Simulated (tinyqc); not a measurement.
Full result against the linear law: strain, valley repopulation and piezoresistance in a many-valley conduction band. Computed by tinyqc, a small Python program. Command: `OMP_NUM_THREADS=1 python tinyqc.py 3025687 3025688 out.jsonl valleys walk`. One thread of a shared host (Intel(R) Xeon(R) Processor @ 2.30GHz), about 0.02 s of CPU time with the checks.

Valleys are ellipsoids with mass m_l along the axis a and m_t across it, parabolic, with one constant relaxation time; strain shifts the valleys and leaves the masses alone. Currents are taken along [100], along the load, and along [010], across the load.

Inputs (values chosen for the exercise, modelled on silicon):
```
quantity                               value    unit
longitudinal mass m_l                  0.905     m_0
transverse mass m_t                    0.192     m_0
shear deformation potential Xi_u        9.17      eV
dilation deformation potential Xi_d      1.1      eV
C11                                      166     GPa
C12                                     63.5     GPa
C44                                     79.6     GPa
electron density n                   3.3e+17  1/cm^3
relaxation time tau                      280      fs
temperature T                            250       K
```

Valley axes: <100> (6 valleys in 3 pairs). Load: uniaxial [100].

Constants: k_B = 8.617333262e-05 eV/K; m_0 = 9.1093837015e-31 kg; k_B = 1.380649e-23 J/K; hbar = 1.054571817e-34 J s; e = 1.602176634e-19 C.

Method:
- Each of the 6 valleys holds n_v = N_v (2/sqrt(pi)) F_1/2((E_F - dE_v)/(k_B T)), N_v = 2 (m_d k_B T/(2 pi hbar^2))^(3/2), m_d = (m_l m_t^2)^(1/3); E_F solves sum n_v = n and is counted from the unstrained edge.
- F_j(eta) = int_0^infinity x^j/(1 + exp(x - eta)) dx, without a gamma-function factor. It is evaluated after integrating by parts.
- Integrals over x = E/(k_B T) use 160 Gauss-Legendre points in u = sqrt(x) from 0 to sqrt(max(eta, 0) + 32).
- With eta_0 the reduced Fermi level without strain, r = F_-1/2(eta_0)/(2 F_1/2(eta_0)) (1 for a classical gas) and c = r (Xi_u/k_B T) (m_l - m_t)/(2 m_l + m_t): pi11 = -(2/3) c (S11 - S12), pi12 = -pi11/2, pi44 = 0, with S11 - S12 = 1/(C11 - C12).
- Compliances S11 = (C11 + C12)/((C11 - C12)(C11 + 2 C12)), S12 = -C12/((C11 - C12)(C11 + 2 C12)), S44 = 1/C44; stress sigma_ij = X n_i n_j for the unit vector n of the load; e_xx = S11 sigma_xx + S12 (sigma_yy + sigma_zz), e_xy = S44 sigma_xy/2 (tensor strain).
- Herring-Vogt shift of a valley with unit axis a: dE = Xi_d tr(e) + Xi_u a.e.a.
- Mobility tensor mu = e tau sum_v (n_v/n) [1/m_t + (1/m_l - 1/m_t) a a^T]; unstrained mu_0 = e tau (1/m_l + 2/m_t)/3; resistivity along d from the inverse tensor, rho_d = d.mu^-1.d/(n e), mobility along d = 1/(d.mu^-1.d); gauge pi_d = (rho_d/rho_0 - 1)/X.
- Linear theory: pi_l = pi11, pi_t = pi12.

pi11 = -98.0511 1e-11/Pa

pi12 = 49.0256 1e-11/Pa

pi44 = 0 1e-11/Pa

Resistance changes (%); at 2000 MPa the strain is near or above 1 %, where band warping, left out here, matters:
```
X (MPa)  splitting (meV)  largest share  first direction   linear  second direction   linear
-2000             178.93        0.99950           246.92   196.10           -26.247  -98.051
-1000              89.46        0.96904           211.73    98.05           -25.351  -49.026
-400               35.79        0.72276            71.25    39.22           -17.221  -19.610
-150               13.42        0.48152            18.81    14.71            -7.336   -7.354
-50                 4.47        0.38067             5.33     4.90            -2.467   -2.451
50                  4.47        0.35544            -4.51    -4.90             2.419    2.451
150                13.42        0.39401           -11.48   -14.71             6.932    7.354
400                35.79        0.45639           -20.82   -39.22            15.138   19.610
1000               89.46        0.49607           -25.80   -98.05            21.047   49.026
2000              178.93        0.49994           -26.25  -196.10            21.655   98.051
```

Along the first direction the linear law holds within 10 % for 2 of the 10 stresses, at -50.0, 50.0 MPa. At the largest compression the full change is +246.9 % against the linear +196.1 %, at the largest tension -26.3 % against -196.1 %: once the splitting is comparable with k_B T (or E_F) the populations no longer follow it linearly, and the change must saturate when the upper valleys are empty.

Extremes, crossings and ranges named in words are read from the listed rows.
